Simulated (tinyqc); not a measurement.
Ion-assisted plasma etching: sheath, surface coverage, synergy and aspect-ratio dependence: one step, computed by the program tinyqc. Command: `OMP_NUM_THREADS=1 python tinyqc.py 3021829 3021830 out.jsonl etch walk`. One thread of a shared host (Intel(R) Xeon(R) Processor @ 2.30GHz), about 0.08 s of CPU time with the checks.

Radicals adsorb on bare sites; ions remove covered sites with a high yield and bare sites by sputtering; a slow spontaneous reaction acts everywhere, walls included.

Problem. Rate at the floor of the feature. Transmission of a round hole: K = 1/(1 + 3A/4), walls that scatter diffusely without loss. With a loss probability S = s (1 - theta) at the floor, G_b/G_n = K/(K + S - K S); theta follows G_b, and the two are solved together. Ions are taken to reach the floor unshadowed; G_b replaces G_n in every term of the rate; A is depth over diameter. Steady coverage: s G_n (1 - theta) = x Y G_i theta; removal flux = Y G_i theta + Y_p G_i (1 - theta) + k_c G_n; rate = flux/N, 1 cm/s = 6e8 nm/min.

Inputs (values chosen for the exercise, close to those used for silicon dioxide in a fluorocarbon plasma):
```
quantity                                value    unit
gas temperature T_g                       300       K
sticking coefficient s                   0.44       -
radicals per removed unit x                 3       -
spontaneous reaction probability k_c  4.2e-05       -
solid density N                       2.2e+22  1/cm^3
aspect ratio A                            5.6       -
```

Feature: round hole.

yield Y = 0.7140940

sputter yield Y_p = 0.03436605

ion flux G_i = 4.774263e+15 1/(cm^2 s)

radical flux G_n = 2.890953e+18 1/(cm^2 s)

vertical rate = 95.58565 nm/min

Give: transmission K; G_b/G_n; coverage at the floor; rate at the floor; floor rate over open-field rate.

Solution.

transmission K = 0.19231

G_b/G_n = 0.98526

coverage at the floor = 0.99191

rate at the floor = 95.526 nm/min

floor rate over open-field rate = 0.99938

The lag is 0.062 %. Caution: at this aspect ratio many ions strike the walls, so ion shadowing, left out here, adds to the lag.
